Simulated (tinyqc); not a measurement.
Equation-of-state fits to an energy-volume table made by a known binding curve: one step, computed by the program tinyqc.

With x = (V/V_0)^(1/3), the energy per atom is E = -D [1 + eta (x - 1)] exp(-eta (x - 1)), so that B0 = D eta^2/(9 V_0) and B' = 1 + 2 eta/3. B' = dB/dP at P = 0.

Problem. Exact values of the curve. B0 and B' from the formulas above; P = -dE/dV at V = c V_0 (c the compression chosen), from the curve itself.

Inputs (values chosen for the exercise, for a model crystal):

| quantity | value | unit |
|---|---|---|
| cohesive energy D | 3.52 | eV/atom |
| true volume V_0 | 24 | angstrom^3/atom |
| stiffness eta | 3.87 | - |
| compression V/V_0 for the pressure test | 0.85 | - |

Binding curve: universal binding. Noise: added.

Constants: 1 eV/angstrom^3 = 160.2176634 GPa.

Give: exact B0; exact B'; exact pressure at c V_0.

Solution.

exact B0 = 39.10 GPa

exact B' = 3.58

exact pressure at c V_0 = 8.455 GPa
